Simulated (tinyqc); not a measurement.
What each parameter does: linear model of a band gap against the share of exact exchange.

E(alpha) = E0 + S alpha. A wider gap screens less, modelled in the Penn form eps(alpha) = 1 + (e0 - 1)(EP/(EP + S alpha))^2 with a scale EP chosen for the exercise. A dielectric-dependent hybrid takes alpha = 1/eps.

Inputs chosen for the exercise (of the order of those of SiO2; shifted at random, so the results belong to these values and not to a real crystal): E0 = 5.51 eV (gap of the semi-local functional); S = 10.19 eV (slope dE/d(alpha)); e0 = 2.44 (optical dielectric constant at alpha = 0); EP = 27.8 eV (energy scale of the screening).

Fixed point alpha = 1/eps(alpha), gap and eps there.

Results for these values:

| case | alpha | E (eV) | eps |
|---|---|---|---|
| base | 0.4917 | 10.520 | 2.034 |

What happens to each result for E0 = 6.061 eV, all else kept?

Answer: alpha does not change at the printed digits; E rises from 10.520 to 11.071; eps does not change at the printed digits.

The same for each parameter in turn:

| case | alpha | E (eV) | eps |
|---|---|---|---|
| base | 0.4917 | 10.520 | 2.034 |
| E0 = 6.061 eV | 0.4917 | 11.071 | 2.034 |
| S = 11.209 eV | 0.5008 | 11.123 | 1.997 |
| e0 = 2.684 | 0.4456 | 10.050 | 2.244 |
| EP = 25.02 eV | 0.5018 | 10.624 | 1.993 |

(tinyqc, `OMP_NUM_THREADS=1 python tinyqc.py 1851101 1851102 out.jsonl`, Intel(R) Xeon(R) Processor @ 2.30GHz, 1 thread, shared host, about 0.01 s.)
